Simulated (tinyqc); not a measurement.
From edge over centre, linear back to gap to the anode h: electroplating on a thin resistive seed layer: kinetics, Wagner number and the terminal effect across a wafer. Computed by tinyqc, a small Python program. Command: `OMP_NUM_THREADS=1 python tinyqc.py 3120447 3120448 out.jsonl terminal inv`. One thread of a shared host (Intel(R) Xeon(R) Processor @ 2.30GHz), about 0.04 s of CPU time with the checks.

Current enters the seed at the rim. The bath is treated as a local resistance per area (no lateral flow in the liquid), two electrons per ion, molar volume 7.11 cm^3/mol, Faraday constant F = e N_A, kinematic viscosity 0.01 cm^2/s, omega = 2 pi x rpm/60; k_B T/e is in volts.

Inputs (values chosen for the exercise, of the order of those for copper plating from an acid sulfate bath):
```
quantity                               value         unit
wafer radius R                            10           cm
seed thickness t                         130           nm
seed resistivity                         8.1  microohm cm
bath conductivity kappa                 0.18         S/cm
extra resistance of a porous plate        50     ohm cm^2
exchange current density i_0           0.051      mA/cm^2
cathodic transfer coefficient alpha     0.74            -
mean current density                     4.1      mA/cm^2
diffusivity of the metal ion         5.4e-06       cm^2/s
metal ion concentration                 0.54        mol/L
rotation rate                            200          rpm
temperature T                            298            K
```

Constants: e = 1.602176634e-19 C; N_A = 6.02214076e+23 1/mol; k_B = 8.617333262e-05 eV/K.

Method:
- Growth rate = i V_m/(2 F). Levich limit i_L = 0.62 x 2 F D^(2/3) omega^(1/2) nu^(-1/6) c. Tafel overpotential eta = (k_B T/(alpha e)) ln(i/i_0); kinetic resistance k_B T/(alpha e i); bath resistance h/kappa + plate; R_s = resistivity/t; Wagner number = kinetic resistance x kappa/R.
- Linearised: with R_t = kinetic + bath resistance the current density obeys (1/r)(r i')' = i R_s/R_t, so i = A I_0(r/l), l = sqrt(R_t/R_s); with x = R/l, edge/centre = I_0(x) and edge/mean = x I_0(x)/(2 I_1(x)).
- Voltage drop in the seed for a uniform current: i R_s R^2/4.

Question. A run gave the result below. Find the gap to the anode h, known to lie between 2.4 and 5 cm.

edge over centre, linear = 1.197127

Answer.

Each step takes the trial c = (a f_b - b f_a)/(f_b - f_a), f being the result less the target and a, b, c the logarithms of the listed values; c replaces end b, the old b replaces a if the sign of f changed, and otherwise f_a is halved.

Scan of the range:
```
gap to the anode h (cm)  edge over centre, linear
2.40                                      1.22901
2.71                                      1.22337
3.07                                      1.21715
3.46                                      1.21079
3.91                                      1.20390
4.42                                      1.19662
5.00                                      1.18894
```

False position (Illinois rule, in the logarithm of the input) inside the bracket:
```
step    end a    end b    trial  edge over centre, linear
1     3.91000  4.42000  4.38218                   1.19714
2     4.42000  4.38218  4.38303                   1.19713
3     4.42000  4.38303  4.38303                   1.19713
4     4.38303  4.38303  4.38303                   1.19713
```

Edge over centre, linear falls at every point of a 13-point scan of the range (every second point is shown), so one value fits; it is bracketed by 3.91 and 4.42. Answer: gap to the anode h = 4.383 cm.
